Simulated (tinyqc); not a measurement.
Projection against the Weibull slope.

Defects are spread at random, so -ln(1 - F) is proportional to the area: t63(A2) = t63 (A1/A2)^(1/beta), and the time to the share Fp is t63(A2) (-ln(1 - Fp))^(1/beta).

Inputs (values chosen for the exercise):
```
symbol  value  unit                                  meaning
A1        140  um^2                 area of a test capacitor
A2      1.5e5  um^2                 gate area of the product
Fp       1e-5               allowed share of failed products
t63      1100     s  characteristic time of a test capacitor
```

Projection against the Weibull slope:

| beta | t63 of the product (s) | time to Fp (s) | decades lost to area | decades lost to the percentile |
|---|---|---|---|---|
| 0.6 | 0.0098051 | 4.5512e-11 | 5.0499 | 8.3333 |
| 0.9 | 0.47290 | 1.3159e-6 | 3.3666 | 5.5556 |
| 1.2 | 3.2842 | 2.2375e-4 | 2.5250 | 4.1667 |
| 1.5 | 10.506 | 0.0048762 | 2.0200 | 3.3333 |
| 1.8 | 22.808 | 0.038045 | 1.6833 | 2.7778 |
| 2.1 | 39.678 | 0.16504 | 1.4428 | 2.3810 |
| 2.4 | 60.105 | 0.49611 | 1.2625 | 2.0833 |
| 2.7 | 83.020 | 1.1677 | 1.1222 | 1.8519 |
| 3 | 107.50 | 2.3160 | 1.0100 | 1.6667 |

Both losses go as 1/beta: together 13.4 decades at beta = 0.6 and 2.68 at 3. For small Fp only the ratio Fp/A2 counts, so ten times the area costs as much as a tenth of Fp.

Numbers from tinyqc (`OMP_NUM_THREADS=1 python tinyqc.py 2070006 2070007 out.jsonl`; about 0.01 s on one thread of a shared Intel Xeon 2.30GHz).
